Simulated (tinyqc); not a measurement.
Thinning the film: dielectric confinement in a thin film (image charges).

A film |z| < t/2 of dielectric constant eps between half-spaces of dielectric constant e2; lam = (eps - e2)/(eps + e2), q = e^2/(4 pi eps0). The self-energy of a band edge is taken with the high-frequency value, e2 = eh, and the field of a fixed ion with the static one, e2 = eo. A charge at z has images lam^|n| at n t + (-1)^n z. Its self-energy is S(z) = (q/2 eps) sum over n >= 1 of lam^n [1/(n t - 2z) + 1/(n t + 2z)] for odd n and 2 lam^n/(n t) for even n; at the centre S(0) = -(q/(eps t)) ln(1 - lam).

Donor at the centre, lam from the static eo, trial function cos(pi z/t) exp(-rho/l): E(l) = c/(m l^2) - (q/eps) times the integral over k of F(k t) (1 + (k l/2)^2)^(-3/2), with F(x) = F0 + 2 lam exp(-x) G/(1 - lam exp(-x)), F0 = 2[(1 - exp(-x/2))/x + x (1 + exp(-x/2))/(x^2 + 4 pi^2)], G = 2 sinh(x/2)[1/x - x/(x^2 + 4 pi^2)]; c = hbar^2/2m0. The binding energy is -E at the minimum, counted from the subband edge with its self-energy.

Constants: e^2/(4 pi eps0) = 14.39964547 eV angstrom; hbar^2/2m0 = 3.80998211 eV angstrom^2; Ry = 13.60569312 eV.

Inputs chosen for the exercise (near those of a Ge film between layers of a low-k oxide; not measured data):
- eps = 15.6 (dielectric constant of the film)
- eh = 2 (high-frequency dielectric constant outside)
- eo = 2.6 (static dielectric constant outside)
- m = 0.156 m0 (mass in the plane)
- mz = 0.115 m0 (mass across the film)
- ts = (12, 18, 26, 38, 55, 80, 120) angstrom (thicknesses)

<S> is the mean over (2/t) cos^2(pi z/t); confinement c (pi/t)^2/mz; donor binding with and without images.

Results:

| t (angstrom) | <S> (meV) | confinement (meV) | binding, no images (meV) | binding (meV) | l (angstrom) |
|---|---|---|---|---|---|
| 12 | 127.2 | 2270.7 | 28.7 | 155.2 | 20.3 |
| 18 | 84.8 | 1009.2 | 26.7 | 120.2 | 23.8 |
| 26 | 58.7 | 483.7 | 24.7 | 94.6 | 27.5 |
| 38 | 40.2 | 226.4 | 22.3 | 73.4 | 32.0 |
| 55 | 27.7 | 108.1 | 19.9 | 57.1 | 37.1 |
| 80 | 19.1 | 51.1 | 17.4 | 44.0 | 43.0 |
| 120 | 12.7 | 22.7 | 14.7 | 33.0 | 50.7 |

Between 120 and 12 angstrom the binding goes from 33.0 to 155.2 meV; quantum confinement alone would take it from 14.7 to 28.7, so the images supply +18.3 and +126.5 meV. |<S>| goes as 1/t and exceeds the confinement energy beyond 214 angstrom. Hard-wall energies above 300 meV (up to t = 26 angstrom) overstate the confinement: walls are finite and valleys non-parabolic.

tinyqc: `OMP_NUM_THREADS=1 python tinyqc.py 1251883 1251884 out.jsonl`; about 0.03 s, one thread, shared Intel(R) Xeon(R) Processor @ 2.30GHz.
